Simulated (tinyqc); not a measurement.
Inside a calculation. Method: Hubbard ring of 3 sites. One step of it, computed by the program tinyqc.

Question. Mean-field iteration 1. H(up) = T + U n(down), H(down) = T + U n(up); fill the lowest levels; n(new) = n + mixing (n(out) - n); E = tr T (rho up + rho down) + U sum n_up n_down of the output.

one-body matrix (hopping and site energies) (eV):
```
,1,2,3
1,0.000000,-1.500000,-1.500000
2,-1.500000,0.000000,-1.500000
3,-1.500000,-1.500000,0.000000
```

U = 3.700000 eV

electrons, up and down: 2  1

mixing = 0.500000

n(up) at the start (a guess, not normalised): 1 0.967000, 2 0.367000, 3 0.967000

n(down) at the start (a guess): 1 0.033000, 2 0.633000, 3 0.033000

Give: levels, up; levels, down; energy; n(up) after iteration 1; n(down) after iteration 1.

Answer.

levels, up (eV): -2.3392  1.6221  3.3034

levels, down (eV): -0.4338  3.8696  5.0779

energy = -2.2783 eV

n(up) after iteration 1: 1 0.9409, 2 0.2687, 3 0.9409

n(down) after iteration 1: 1 0.1206, 2 0.6083, 3 0.1206
